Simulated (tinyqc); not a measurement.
# p-type polysilicon, carrier trapping at grain boundaries: what changes with what

One-dimensional grains of size Lg, uniform ionised doping N, monovalent traps Qt at each boundary at a depth Et below (for electrons) or above (for holes) the band edge there, abrupt depletion of width W on each side of a boundary, Boltzmann statistics. xi is the distance from the band edge at the grain centre to the Fermi level. Trapped charge Qt/(1 + exp((xi + VB - Et)/Vt)) = 2 N W, barrier VB = q N W^2/(2 eps0 eps_r).

Values chosen for this exercise; values of the order met in polycrystalline silicon: temperature T = 300 K; relative permittivity eps_r = 11.7; valence-band density of states at T NB = 2.65e19 cm^-3; grain size Lg = 94 nm; trap density of a grain boundary Qt = 1.6e12 cm^-2; depth of the trap level from the majority band edge at the boundary Et = 0.45 eV; mass for thermionic emission ms = 0.51 m0; correction factor of the emission rate fe = 0.5; mobility inside the grains mug = 220 cm^2/(V s); doping N = 6.6e16 cm^-3.

Constants: q = 1.602176634e-19 C, kB = 1.380649e-23 J/K, m0 = 9.1093837015e-31 kg, Vt = kB T/q, eps0 = 8.8541878128e-14 F/cm where lengths are in cm. Results are converted to the units shown.

Each table varies one quantity; the others keep the values above.

## Effect of the doping

If the trap equation with xi = Vt ln(NB/N) has a root W < Lg/2, the grain is partly depleted; otherwise W = Lg/2 and the trap equation gives xi = Et - VB + Vt ln(Qt/(N Lg) - 1). N* = Qt/Lg. n0 = NB exp(-xi/Vt); mean density n0 (1 - 2 W/Lg) by charge balance in a partly depleted grain, and n0 (sqrt(pi)/2) erf(u)/u with u = sqrt(VB/Vt) in a fully depleted one; v = sqrt(kB T/(2 pi ms m0)); barrier resistivity Vt exp(VB/Vt)/(q fe n0 v Lg); grain resistivity (1 - 2 W/Lg)/(q n0 mug); effective mobility 1/(q mean density total resistivity). Rows with xi above 0.45 V, towards mid-gap, are left out, since the other carrier type is ignored.

Effect of the doping:
```
N (cm^-3)	N/N*	depleted share 2 W/Lg	VB (V)	xi (V)	mean density (cm^-3)	resistivity (ohm cm)	effective mobility (cm^2/(V s))
3.8e16	0.2233	1.000	0.06491	0.4173	1.410e12	4.341e4	102.0
7.9e16	0.4641	1.000	0.1349	0.3188	4.533e13	1.441e4	9.558
1.7e17	0.9988	0.9320	0.2523	0.1305	1.156e16	926.8	0.5828
3.5e17	2.056	0.4861	0.1413	0.1119	1.799e17	6.190	5.606
7.3e17	4.289	0.2332	0.06779	0.09286	5.598e17	0.2017	55.28
1.5e18	8.812	0.1135	0.03299	0.07424	1.330e18	0.03854	121.8
3.2e18	18.80	0.05319	0.01547	0.05465	3.030e18	0.01357	151.8
6.8e18	39.95	0.02503	0.007278	0.03516	6.630e18	0.005844	161.1
```

What does the comparison show?

As N goes from 3.8e16 to 6.8e18, VB goes from 0.0649 through a maximum of 0.252 (at N = 1.7e17 among the rows listed) to 0.00728 V, the resistivity falls from 43400 to 0.00584 ohm cm and the effective mobility goes from 102 through a minimum of 0.583 (at N = 1.7e17 among the rows listed) to 161 cm^2/(V s). The steepest fall of the resistivity among the rows, as N^(-6.9), lies between N = 1.7e17 and 3.5e17 cm^-3; N* = 1.70e17 cm^-3. While the grain is fully depleted VB grows as N; once the traps are full it falls as 1/N. For N = 3.2e18, 6.8e18 xi is under 2.5 Vt, where Boltzmann statistics begin to fail. For N = 3.2e18, 6.8e18 VB is below Vt, where abrupt depletion and thermionic emission are rough. For N = 1.7e17 the grain is near the changeover between partial and full depletion, within a few Debye lengths, where both limits are rough.

## Effect of the trap density of a grain boundary

Same model as above.

N* = Qt/Lg.

Result of one run:
```
Qt (cm^-2)	N/N*	depleted share 2 W/Lg	VB (V)	xi (V)	mean density (cm^-3)	resistivity (ohm cm)	effective mobility (cm^2/(V s))
5.7e11	1.088	0.9184	0.09508	0.1550	5.388e15	5.499	210.6
```

What becomes of these results when the trap density of a grain boundary Qt is changed from 5.7e11 to 2e11 cm^-2, all else the same?

Result of the changed run:
```
Qt (cm^-2)	N/N*	depleted share 2 W/Lg	VB (V)	xi (V)	mean density (cm^-3)	resistivity (ohm cm)	effective mobility (cm^2/(V s))
2e11	3.102	0.3224	0.01172	0.1550	4.472e16	0.5085	274.4
```

The whole series:
```
Qt (cm^-2)	N/N*	depleted share 2 W/Lg	VB (V)	xi (V)	mean density (cm^-3)	resistivity (ohm cm)	effective mobility (cm^2/(V s))
2e11	3.102	0.3224	0.01172	0.1550	4.472e16	0.5085	274.4
3.4e11	1.825	0.5480	0.03386	0.1550	2.983e16	0.7059	296.4
5.7e11	1.088	0.9184	0.09508	0.1550	5.388e15	5.499	210.6
9.7e11	0.6396	1.000	0.1127	0.3224	4.296e13	7031	20.66
1.6e12	0.3877	1.000	0.1127	0.3491	1.533e13	1.970e4	20.66
2.8e12	0.2216	1.000	0.1127	0.3697	6.890e12	4.384e4	20.66
4.7e12	0.1320	1.000	0.1127	0.3859	3.681e12	8.205e4	20.66
8e12	0.07755	1.000	0.1127	0.4013	2.035e12	1.484e5	20.66
```

As Qt goes from 2e11 to 8e12, VB rises from 0.0117 to 0.113 V, the resistivity rises from 0.509 to 1.48e5 ohm cm and the effective mobility goes from 274 through a maximum of 296 (at Qt = 3.4e11 among the rows listed) to 20.7 cm^2/(V s). For Qt = 2e11 VB is below Vt, where abrupt depletion and thermionic emission are rough. For Qt = 3.4e11, 5.7e11 the grain is near the changeover between partial and full depletion, within a few Debye lengths, where both limits are rough. For Qt = 2e11, 3.4e11 the effective mobility exceeds mug, since drift through the depleted part of the grain is left out.

Numbers from tinyqc (`OMP_NUM_THREADS=1 python tinyqc.py 2830232 2830233 out.jsonl`; about 0.01 s on one thread of a shared Intel Xeon 2.30GHz).
